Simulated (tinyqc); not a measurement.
Inside a calculation. Method: RHF in the sto-3g basis, for BeH2, spin multiplicity 1. One step of it, computed by the program tinyqc.

Task: Iteration 2: diagonalisation and new density. Diagonalise F' = X^T F X, C = X C', fill 3 alpha and 3 beta electrons from the bottom; D = 2 C_occ C_occ^T. Each column has its largest component positive (the first on a tie).

extrapolated F (hartree):
```
            1Be 1s     1Be 2s    1Be 2px    1Be 2py    1Be 2pz      2H 1s      3H 1s
1Be 1s   -5.939395  -1.468736   0.000000   0.000000  -0.001080  -0.258305  -0.258305
1Be 2s   -1.468736  -0.750811   0.000000   0.000000   0.005785  -0.213380  -0.213380
1Be 2px   0.000000   0.000000  -0.243356   0.000000   0.000000   0.000000   0.000000
1Be 2py   0.000000   0.000000   0.000000  -0.254771   0.000000  -0.152063   0.152063
1Be 2pz  -0.001080   0.005785   0.000000   0.000000  -0.571659  -0.002961  -0.002961
2H 1s    -0.258305  -0.213380   0.000000  -0.152063  -0.002961  -0.131589  -0.029306
3H 1s    -0.258305  -0.213380   0.000000   0.152063  -0.002961  -0.029306  -0.131589
```

X:
```
            1Be 1s     1Be 2s   1Be 2px    1Be 2py    1Be 2pz      2H 1s      3H 1s
1Be 1s    1.028568  -0.151333  0.000000   0.000000  -0.000400   0.020853   0.020853
1Be 2s   -0.151333   1.175475  0.000000   0.000000   0.003790  -0.241748  -0.241748
1Be 2px   0.000000   0.000000  1.000000   0.000000   0.000000   0.000000   0.000000
1Be 2py   0.000000   0.000000  0.000000   1.250962   0.000000  -0.338493   0.338493
1Be 2pz  -0.000400   0.003790  0.000000   0.000000   1.000096  -0.006179  -0.006179
2H 1s     0.020853  -0.241748  0.000000  -0.338493  -0.006179   1.198056  -0.064518
3H 1s     0.020853  -0.241748  0.000000   0.338493  -0.006179  -0.064518   1.198056
```

Give: F' = X^T F X; orbital energies; coefficients C; D after iteration 2.

Result:

F' = X^T F X (hartree):
```
         1        2        3        4        5        6        7
1  -5.8632  -0.6457   0.0000   0.0000  -0.0019  -0.0514  -0.0514
2  -0.6457  -0.4649   0.0000   0.0000   0.0065  -0.0759  -0.0759
3   0.0000   0.0000  -0.2434   0.0000   0.0000   0.0000   0.0000
4   0.0000   0.0000   0.0000  -0.1646   0.0000  -0.1234   0.1234
5  -0.0019   0.0065   0.0000   0.0000  -0.5717  -0.0010  -0.0010
6  -0.0514  -0.0759   0.0000  -0.1234  -0.0010  -0.0110  -0.0495
7  -0.0514  -0.0759   0.0000   0.1234  -0.0010  -0.0495  -0.0110
```

orbital energies (hartree): MO1 -5.9405, MO2 -0.5719, MO3 -0.4155, MO4 -0.2650, MO5 -0.2434, MO6 -0.0322, MO7 0.1389

coefficients C:
```
             MO1      MO2      MO3      MO4     MO5      MO6      MO7
1Be 1s    1.0040   0.0099  -0.2571   0.0000  0.0000   0.0864   0.0000
1Be 2s   -0.0172  -0.0410   1.0511   0.0000  0.0000  -0.6441   0.0000
1Be 2px   0.0000   0.0000   0.0000   0.0000  1.0000   0.0000   0.0000
1Be 2py   0.0000   0.0000   0.0000   0.8457  0.0000   0.0000   1.0387
1Be 2pz   0.0001   0.9992   0.0404   0.0000  0.0000  -0.0153   0.0000
2H 1s     0.0039  -0.0005  -0.0211   0.1517  0.0000   0.8372  -0.9427
3H 1s     0.0039  -0.0005  -0.0211  -0.1517  0.0000   0.8372   0.9427
```

D after iteration 2:
```
          1Be 1s   1Be 2s  1Be 2px  1Be 2py  1Be 2pz    2H 1s    3H 1s
1Be 1s    2.1485  -0.5759   0.0000   0.0000  -0.0006   0.0186   0.0186
1Be 2s   -0.5759   2.2135   0.0000   0.0000   0.0029  -0.0443  -0.0443
1Be 2px   0.0000   0.0000   0.0000   0.0000   0.0000   0.0000   0.0000
1Be 2py   0.0000   0.0000   0.0000   0.0000   0.0000   0.0000   0.0000
1Be 2pz  -0.0006   0.0029   0.0000   0.0000   2.0001  -0.0027  -0.0027
2H 1s     0.0186  -0.0443   0.0000   0.0000  -0.0027   0.0009   0.0009
3H 1s     0.0186  -0.0443   0.0000   0.0000  -0.0027   0.0009   0.0009
```
